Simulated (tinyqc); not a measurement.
# Worked calculation: capacitance measurement on a leaky thin oxide: effects of series resistance and leakage

Computed by the program tinyqc: `OMP_NUM_THREADS=1 python tinyqc.py 2022191 2022192 out.jsonl`, one thread of a shared Intel Xeon 2.30GHz, about 0.01 s for the whole run. Printed values are rounded.

The device is a capacitance C in parallel with a leakage conductance G, in series with Rs and Ls. An impedance meter reports either a parallel pair (Cp, Gp) from Y = 1/Z = Gp + i w Cp or a series pair (Cs, Rm) from Z = Rm + 1/(i w Cs); w = 2 pi f, dissipation D = Gp/(w |Cp|).

Parameters, values chosen for the exercise; values of the order met in thin-oxide MOS capacitors: relative permittivity of the gate insulator (close to zirconium oxide) eox = 24.6; insulator thickness tox = 2.9 nm; gate area A = 100 um^2; oxide-equivalent thickness added by the accumulation layer zc = 0.36 nm; oxide-equivalent thickness added by gate depletion zp = 0 nm; gate leakage current density, not matched to the thickness Jg = 0.0025 A/cm^2; voltage for an e-fold rise of the leakage Vs = 0.37 V; series resistance Rs = 110 ohm; series inductance Ls = 0 nH; measuring frequency f = 1e5 Hz.

Constants: eps0 = 8.8541878128e-14 F/cm where lengths are in cm. Results are converted to the units shown.

## True capacitance and conductance

EOT = 3.9 tox/eox; CET = EOT + zc + zp; C = 3.9 eps0 A/CET; G = Jg A/Vs.

EOT = 0.459756 nm
CET = 0.819756 nm
C = 4.21239 pF
G = 0.00675676 uS

## What the meter reports

Z = Rs + i w Ls + 1/(G + i w C).

Z = (0.01075-3.77823i) x 1e5 ohm
Cp = 4.21238 pF
Gp = 0.00752732 uS
Cs = 4.21242 pF
D = 0.00284402

Cp is within 0.01 % of C and Cs is within 0.01 % of it; G Rs = 7.43e-7, w C Rs = 2.91e-4 and G/(w C) = 0.00255.
